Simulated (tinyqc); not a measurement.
Finite square well with mass mismatch (envelope functions), step by step. Values are carried at full precision from step to step, so a last printed digit may differ when a step is redone from the rounded ones.

A square well of width L and depth V0, mass mw inside and mb outside, energies from the bottom of the well, c = hbar^2/2m0. k = sqrt(mw E/c), kappa = sqrt(mb (V0 - E)/c). psi and psi'/m are continuous at the walls (BenDaniel-Duke), so level n solves k L + 2 atan[(k/mw)/(kappa/mb)] = n pi.

Constants: hbar^2/2m0 = 3.80998211 eV angstrom^2.

Parameters, chosen for this exercise (near those of the light valleys of a Si film in HfO2; not measured data): L = 21 angstrom (well width); V0 = 1.507 eV (barrier height); mw = 0.187 m0 (mass in the well); mb = 0.188 m0 (mass in the barrier); alpha_w = 0.49 1/eV (non-parabolicity in the well); alpha_b = 0.33 1/eV (non-parabolicity in the barrier).

## How many levels are bound

At E = V0 the arctangent equals pi/2, so level n is bound if k0 L > (n - 1) pi with k0 = sqrt(mw V0/c). Compare with the infinitely deep well, E1(hard) = c (pi/L)^2/mw.

k0 = 0.27197 1/angstrom
k0 L/pi = 1.8180
number of bound levels = 2
E1(hard) = 0.4560 eV

The count does not depend on mb. One more level binds at L = 23.1 angstrom.

## The lowest level by bisection

f(E) = k L + 2 atan[(k/mw)/(kappa/mb)] - pi rises with E. Twelve halvings of [0, V0]: keep the half in which f changes sign.

Bisection:
```
step,low (eV),high (eV),midpoint (eV),k,kappa,f
1,0.00000,1.50700,0.75350,0.19231,0.19282,2.4704
2,0.00000,0.75350,0.37675,0.13598,0.23616,0.7636
3,0.00000,0.37675,0.18837,0.09615,0.25508,-0.3978
4,0.18837,0.37675,0.28256,0.11777,0.24580,0.2292
5,0.18837,0.28256,0.23547,0.10750,0.25048,-0.0693
6,0.23547,0.28256,0.25902,0.11275,0.24815,0.0832
7,0.23547,0.25902,0.24724,0.11016,0.24932,0.0078
8,0.23547,0.24724,0.24136,0.10884,0.24990,-0.0305
9,0.24136,0.24724,0.24430,0.10950,0.24961,-0.0113
10,0.24430,0.24724,0.24577,0.10983,0.24947,-0.0018
11,0.24577,0.24724,0.24651,0.11000,0.24940,0.0030
12,0.24577,0.24651,0.24614,0.10991,0.24943,0.0006
```

After twelve halvings the bracket is V0/4096 = 0.368 meV wide.

## Bound levels

Solve the condition for each n (six at most). With A = cos(kL/2) for even and sin(kL/2) for odd levels, the probability in the barriers is Pb = (A^2/kappa)/(A^2/kappa + L/2 +/- sin(kL)/(2k)), + for even.

Levels:
```
n,parity,E (eV),k (1/angstrom),kappa (1/angstrom),Pb
1,even,0.2460,0.10989,0.24944,0.0453
2,odd,0.9265,0.21325,0.16925,0.2217
```

The lowest level lies at 54 % of the infinite-well value and decays into the barrier over 1/kappa = 4.0 angstrom. Above about 0.5 eV (from level 2 on) a parabolic band is a rough model.

## Mass in the plane and density of states

To first order in the in-plane energy, 1/m_par = (1 - Pb)/mw + Pb/mb for each subband. Each adds a step D = m_par/(2 pi c) to the density of states per area (spin included, one valley); 1/angstrom^2 = 1e16/cm^2.

Subbands:
```
n,m_par (m0),D (1e13/(eV cm^2))
1,0.1870,7.813
2,0.1872,7.821
```

The mass is taken as isotropic here; the valleys of Si are not, and in the plane they have sqrt(ml mt), about 0.42 m0, so their real steps are about twice as large.

## Levels with energy-dependent masses

Non-parabolic bands: mw is replaced by mw (1 + alpha_w E) and mb by mb (1 - alpha_b (V0 - E)), in k, kappa and the matching condition alike.

Solve the same condition with the energy-dependent masses, and list the shift from the parabolic levels that exist in both.

Levels:
```
n,E (eV),mass inside,mass outside,shift (meV)
1,0.2576,0.2106,0.1105,11.6
2,0.8065,0.2609,0.1445,-119.9
3,1.3752,0.3130,0.1798,-
```

Level 1 moves by +11.6 meV and level 2 by -119.9 meV. The lighter mass deep in the barrier hardens the wall for low levels; the heavier mass in the well wins higher up. The heavier mass inside raises k at E = V0, which binds further levels (1 of them among the six at most that are listed).

## Checks

- Lowest level by finite differences (200 cells across the well) against the matching condition, eV: both 0.2460.

(tinyqc, `OMP_NUM_THREADS=1 python tinyqc.py 1282506 1282507 out.jsonl`, Intel(R) Xeon(R) Processor @ 2.30GHz, 1 thread, shared host, about 0.01 s.)
